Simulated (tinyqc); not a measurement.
Spectrum around the gap: Franz-Keldysh effect at a direct gap.

Parabolic bands, vertical transitions, no excitons. For each hole band j: mr = me mj/(me + mj); joint density of states J_j(E) = (mr/c)^(3/2) sqrt(E - Eg)/(2 pi^2), both spins, c = hbar^2/2m0; averaged matrix element |e.p|^2 = m0 Ep/6; alpha_j(E) = 4 pi^2 alpha_f c Ep J_j/(3 nr E) in 1/angstrom (alpha_f the fine-structure constant, listed as alpha among the constants), times 1e8 for 1/cm.

In a field Fd (1 kV/cm = 1e-5 V/angstrom) the electro-optic energy of band j is th = (c (e Fd)^2/mr)^(1/3), and sqrt(E - Eg) in J_j is replaced by pi sqrt(th) [Ai'(b)^2 - b Ai(b)^2] with b = (Eg - E)/th; Ai is the Airy function.

Constants: hbar^2/2m0 = 3.80998211 eV angstrom^2; fine-structure constant alpha = 0.007297352564.

Values chosen for the exercise (near those of InP; shifted at random, so the results belong to these values and not to a real crystal): Eg = 1.364 eV (direct gap); me = 0.0818 m0 (electron mass); mhh = 0.581 m0 (heavy-hole mass); mlh = 0.0869 m0 (light-hole mass); Ep = 20.8 eV (Kane energy); nr = 3.39 (refractive index); Fd = 48 kV/cm (uniform field).

Absorption (1/cm):

| E - Eg (eV) | alpha(0) | alpha(F) | change |
|---|---|---|---|
| -0.0576 | 0 | 2.240 | 2 |
| -0.0461 | 0 | 9.492 | 9 |
| -0.0346 | 0 | 36.71 | 37 |
| -0.0230 | 0 | 128.6 | 129 |
| -0.0115 | 0 | 391.7 | 392 |
| 0.0000 | 0 | 1026 | 1026 |
| 0.0115 | 3320 | 2260 | -1061 |
| 0.0230 | 4657 | 4086 | -571 |
| 0.0346 | 5664 | 5968 | 304 |
| 0.0461 | 6485 | 7033 | 548 |
| 0.0576 | 7190 | 7223 | 33 |
| 0.0691 | 7812 | 7540 | -272 |
| 0.0922 | 8881 | 8985 | 104 |
| 0.1152 | 9772 | 9842 | 70 |

At the gap alpha(F) = 1026 1/cm; 46.1 meV below it 9.49 1/cm remain, the tail falling as exp(-(4/3) b^(3/2)). Among the energies listed the largest rise is 1026 1/cm at E - Eg = 0.0 meV and the largest fall -1061 1/cm at 11.5 meV. It changes sign between 0.0 and 11.5 meV, between 23.0 and 34.6 meV, between 57.6 and 69.1 meV and between 69.1 and 92.2 meV; th is 23.0 meV for heavy holes and 27.5 meV for light holes.

(tinyqc, `OMP_NUM_THREADS=1 python tinyqc.py 1651022 1651023 out.jsonl`, Intel(R) Xeon(R) Processor @ 2.30GHz, 1 thread, shared host, about 0.01 s.)
